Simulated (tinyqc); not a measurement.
Charge control and current of a heterostructure field-effect transistor: one step, computed by the program tinyqc. Command: `OMP_NUM_THREADS=1 python tinyqc.py 3022622 3022623 out.jsonl hemt walk`. One thread of a shared host (Intel(R) Xeon(R) Processor @ 2.30GHz), about 0.01 s of CPU time with the checks.

Two subbands in a triangular well; E_F is counted from the conduction band edge of the channel at the interface.

Task: Threshold and barrier capacitance. Threshold V_T = phi_B - dE_c - sigma d/(eps eps_0) (in volts); C_b = eps eps_0/d.

Inputs (values chosen for the exercise, modelled on AlGaN/GaN):
```
quantity                                  value    unit
permittivity eps (barrier and channel)     9.75       -
barrier thickness d                         8.1      nm
Schottky barrier phi_B                      1.2      eV
conduction band offset dE_c                0.45      eV
polarisation charge sigma/e             1.7e+13  1/cm^2
```

Charge source: polarisation. Velocity law: smooth.

Constants: e = 1.602176634e-19 C; eps_0 = 8.8541878128e-12 F/m.

Give: threshold voltage V_T; barrier capacitance C_b.

Result:

threshold voltage V_T = -1.8056 V

barrier capacitance C_b = 1.0658 microfarad/cm^2

The device is normally on.
